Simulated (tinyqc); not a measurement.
Two-band model of a narrow-gap semiconductor with electrons and holes: one step, computed by the program tinyqc. Command: `OMP_NUM_THREADS=1 python tinyqc.py 3025984 3025985 out.jsonl bipolar walk`. One thread of a shared host (Intel(R) Xeon(R) Processor @ 2.30GHz), about 0.06 s of CPU time with the checks.

Two parabolic bands with acoustic scattering (r = -1/2, a = 0), a gap that does not change with T, and fully ionised dopants. Melting is ignored, so values above the melting point are formal, and kappa_L does not change with T. eta_n = (E_F - E_c)/(k_B T), eta_p = -eta_n - E_g/(k_B T).

Question. Both bands together. Both bands together (these totals replace the one-band zT): sigma = sigma_n + sigma_p; S = (sigma_p |S_p| - sigma_n |S_n|)/sigma; kappa_bip = (sigma_n sigma_p/sigma)(|S_n| + |S_p|)^2 T; kappa_e = (L_n sigma_n + L_p sigma_p) T; zT = S^2 sigma T/(kappa_L + kappa_e + kappa_bip); weak-field R_H = (r_p sigma_p^2/p - r_n sigma_n^2/n)/(e sigma^2), where the Hall factors r_n and r_p are <x^(3/2)> <x^(1/2)>/<s>^2.

Inputs (values chosen for the exercise, modelled on germanium): lattice thermal conductivity kappa_L = 39 W/(m K); temperature T = 600 K.

Doping: p-type.

Partial coefficients:
```
band       sigma (S/cm)  |S| (microvolt/K)  L (1e-8 V^2/K^2)  density (1/cm^3)  Hall factor
electrons     0.3753273           972.7129          1.485186      2.752561e+15     1.178091
holes          22.61782           506.2147          1.489024      3.327526e+17     1.176619
```

Constants: e = 1.602176634e-19 C.

Give: conductivity sigma; Seebeck coefficient S; bipolar thermal conductivity; kappa_e; zT; Hall coefficient R_H.

Answer.

conductivity sigma = 22.99 S/cm

Seebeck coefficient S = 482.1 microvolt/K

bipolar thermal conductivity = 0.04845 W/(m K)

kappa_e = 0.02054 W/(m K)

zT = 0.008206

Hall coefficient R_H = 20.64 cm^3/C

The minority band lowers |S| from 506 to 482 microvolt/K, and bipolar flow adds 0.12 % of the thermal conductivity.
